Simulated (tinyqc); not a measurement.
# Fermi-level pinning from two metals

Problem. Cowley-Sze model with the space charge neglected: phiB = S (phiM - chi) + (1 - S)(Eg - phi0), S = 1/(1 + q Dit dl/(eps0 ei)), dl in cm. Find S, phi0 and Dit.

Inputs (values chosen for the exercise); band and dielectric values those of a made-up semiconductor:

| symbol | value | unit | meaning |
|---|---|---|---|
| Eg | 1.43 | eV | band gap |
| chi | 5.13 | eV | electron affinity |
| dl | 0.6 | nm | thickness of the interfacial layer |
| ei | 3.9 |  | relative permittivity of the interfacial layer |

Constants: q = 1.602176634e-19 C, eps0 = 8.8541878128e-14 F/cm where lengths are in cm. Results are converted to the units shown.

barriers for metals with phiM = 5.59 and 6.11 eV (eV): [0.58241132, 0.64774070]

Answer. S is the slope of phiB against phiM; either barrier then gives phi0, and S gives Dit.

S = 0.1256
phi0 = 0.8300 eV
Dit = 2.500e14 cm^-2 eV^-1

Numbers from tinyqc (`OMP_NUM_THREADS=1 python tinyqc.py 2020046 2020047 out.jsonl`; about 0.06 s on one thread of a shared Intel Xeon 2.30GHz).
